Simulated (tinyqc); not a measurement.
Armchair graphene nanoribbon in tight binding: sweeps and comparisons. A value that a table varies takes the place of the one given here.

An armchair ribbon of N dimer lines, width (N - 1) sqrt3 acc/2, period 3 acc, one pz orbital a site. In line n, A_n binds to B_n with -t exp(ik/3), times (1 + d) in the two edge lines, and to B_(n-1) and B_(n+1) with -t exp(-ik/6); k runs from -pi to pi. For d = 0 the modes across the ribbon are sin(n p pi/(N + 1)), p = 1 to N, with E = -/+ t sqrt(1 + 4 c^2 + 4 c cos(k/2)), c = cos(p pi/(N + 1)).

Constants: hbar^2/2m0 = 3.80998211 eV angstrom^2.

Values chosen for the exercise (near those used for graphene; not measured data): t = 2.95 eV (hopping); acc = 1.42 angstrom (bond length); N0 = 6 (first width); d1 = 0.15 (edge correction); N = 7 (dimer lines); d = 0.13 (relative strengthening of the edge bonds); k = 1.58 (k times the period 3 acc).

## Three families of gaps

Nine widths from N0 on, gaps at k = 0 with d = 0 and d = d1.

Gaps:

| N | family | width (angstrom) | gap, d = 0 (eV) | gap, d1 (eV) | gap x (N + 1) sqrt3 acc/2 (eV angstrom) |
|---|---|---|---|---|---|
| 6 | 3p | 6.15 | 1.4572 | 1.1642 | 10.02 |
| 7 | 3p+1 | 7.38 | 1.3843 | 1.7481 | 17.20 |
| 8 | 3p+2 | 8.61 | 0.0000 | 0.2803 | 3.10 |
| 9 | 3p | 9.84 | 1.0359 | 0.8181 | 10.06 |
| 10 | 3p+1 | 11.07 | 0.9981 | 1.2521 | 16.94 |
| 11 | 3p+2 | 12.30 | 0.0000 | 0.2089 | 3.08 |
| 12 | 3p | 13.53 | 0.8032 | 0.6305 | 10.08 |
| 13 | 3p+1 | 14.76 | 0.7802 | 0.9748 | 16.78 |
| 14 | 3p+2 | 15.99 | 0.0000 | 0.1664 | 3.07 |

What does this show, and why?

Without edge correction the 3p+2 ribbons have no gap and the other two families nearly share one curve. With it the mean of the last column is 16.97 for 3p+1, 10.05 for 3p and 3.09 eV angstrom for 3p+2: the stronger edge bonds raise the gap of 3p+1, lower that of 3p and open one in 3p+2. Within a family the gap falls about as 1/width. One-electron gaps of this kind leave out the self-energy and exciton terms, which are large in narrow ribbons.

## Mass and gap go together

Nine widths from N0 on. Lowest conduction band for d = d1: m/m0 = c q^2/(E(q) - E(0)) with q = h/(3 acc), h = 0.001, c = hbar^2/2m0. Dirac rule: m = Eg/(2 v^2), that is m/m0 = c Eg/(hbar v)^2 with hbar v = 3 t acc/2.

Masses:

| N | gap (eV) | mass (m0) | Dirac rule (m0) |
|---|---|---|---|
| 6 | 1.1642 | 0.0863 | 0.1123 |
| 7 | 1.7481 | 0.2086 | 0.1687 |
| 8 | 0.2803 | 0.0259 | 0.0270 |
| 9 | 0.8181 | 0.0651 | 0.0789 |
| 10 | 1.2521 | 0.1400 | 0.1208 |
| 11 | 0.2089 | 0.0195 | 0.0202 |
| 12 | 0.6305 | 0.0522 | 0.0608 |
| 13 | 0.9748 | 0.1053 | 0.0941 |
| 14 | 0.1664 | 0.0157 | 0.0161 |

What does this show, and why?

The ratio of mass to the Dirac rule runs from 0.77 (N = 6) to 1.24 (N = 7). Its mean is 0.82 for N = 3p, 1.17 for 3p+1 and 0.97 for 3p+2: the lowest modes of 3p and 3p+1 lie on opposite sides of the Dirac point, where the velocity along the ribbon differs. The largest gap (N = 7) and the heaviest mass (N = 7) belong to one ribbon.

## What each parameter does

Gap at k = 0, lowest positive level at k, and highest level at k = 0. Each row changes one parameter from the base and keeps the others.

Results:

| case | gap (eV) | lowest level at k (eV) | top of the band (eV) |
|---|---|---|---|
| base | 1.7012 | 2.2037 | 8.4312 |
| t = 3.098 eV | 1.7866 | 2.3142 | 8.8542 |
| N = 8 | 0.2446 | 2.3117 | 8.5159 |
| d = 0.18 | 1.8174 | 2.2392 | 8.4442 |
| k = 1.264 | 1.7012 | 1.8497 | 8.4312 |

How do the results move?

The largest shifts from the base row, up to three for each result and ties (the steps differ in size, so this ranks the rows, not the parameters). gap (eV): N -1.4566, d +0.1162, t +0.0854; unchanged at the printed digits by k. lowest level at k (eV): k -0.3540, t +0.1106, N +0.1081. top of the band (eV): t +0.4230, N +0.0846, d +0.0130; unchanged at the printed digits by k.

Run: tinyqc, `OMP_NUM_THREADS=1 python tinyqc.py 1480572 1480573 out.jsonl`; Intel(R) Xeon(R) Processor @ 2.30GHz, one thread, shared host; about 0.03 s of CPU time with all checks.
